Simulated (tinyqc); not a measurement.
# Which input was changed?

Model: Berg model of reactive sputtering of a nitride or oxide: poisoning, hysteresis and pumping speed. Computed by tinyqc, a small Python program. Command: `OMP_NUM_THREADS=1 python tinyqc.py 3030033 3030034 out.jsonl berg which`. One thread of a shared host (Intel(R) Xeon(R) Processor @ 2.30GHz), about 0.3 s of CPU time with the checks.

A diatomic gas reacts with bare metal on the target and on the collecting surfaces; ions remove metal and compound from the target. theta_t and theta_c are the compound fractions.

Inputs (values chosen for the exercise, close to those used for titanium dioxide):
```
quantity                          value     unit
ion current density J               6.3  mA/cm^2
target area A_t                     180     cm^2
collecting area A_c                1200     cm^2
metal yield Y_m                    0.45        -
compound yield Y_c                0.033        -
sticking coefficient alpha         0.48        -
reactive atoms per metal atom z       2        -
gas mass M                           32        u
pumping speed S                      48      l/s
gas temperature T                   300        K
reactive partial pressure P      0.0064       Pa
```

Constants: e = 1.602176634e-19 C; u = 1.6605390666e-27 kg; k_B = 1.380649e-23 J/K.

Method:
- Ion flux j = J/e; gas flux F = P/sqrt(2 pi M k_B T). Target: (2/z) alpha F (1 - theta_t) = j Y_c theta_t. Sputtered flows F_c = j Y_c theta_t A_t, F_m = j Y_m (1 - theta_t) A_t. Collector: (2/z) alpha F (1 - theta_c) A_c + F_c (1 - theta_c) = F_m theta_c. Gas use Q = alpha F [(1 - theta_t) A_t + (1 - theta_c) A_c] + P S/(k_B T); 1 sccm = 4.4780e17 molecules/s. Rate R = F_m + F_c, given relative to j Y_m A_t.
- P is a single-valued function of the flow Q only if dQ/dP > 0 everywhere: S must exceed k_B T times the steepest fall of the surface terms with P.
- Turning points solve dQ/dP = 0; a jump keeps Q fixed; the width of the loop is the difference of the two turning flows.

Problem. One of these inputs alone was changed, within the range given: target area A_t (90 to 360); metal yield Y_m (0.225 to 0.9); sticking coefficient alpha (0.24 to 0.96); reactive partial pressure P (0.0032 to 0.0128). Which one, and to what value?

Results:
```
run     total flow Q (sccm)  width of the loop (sccm)    theta_c
before             1.523919                 0.8128643  0.9590057
after              1.150343                 0.6461306  0.9701116
```

Solution.

Each candidate set to reproduce total flow Q, and what it then gives:
```
candidate                           range searched  value needed  width of the loop (sccm)  theta_c
target area A_t (cm^2)                   90 to 360         129.0                   0.64613  0.97011
metal yield Y_m                       0.225 to 0.9        0.2602                   0.45393  0.97588
sticking coefficient alpha            0.24 to 0.96  out of reach                         -        -
reactive partial pressure P (Pa)  0.0032 to 0.0128  out of reach                         -        -
```

Only target area A_t fits every result: it went from 180 to 129 cm^2. The next best candidate, metal yield Y_m, misses one result by 30 %.

Caution: here dQ/dP is negative, a branch that flow control cannot hold.
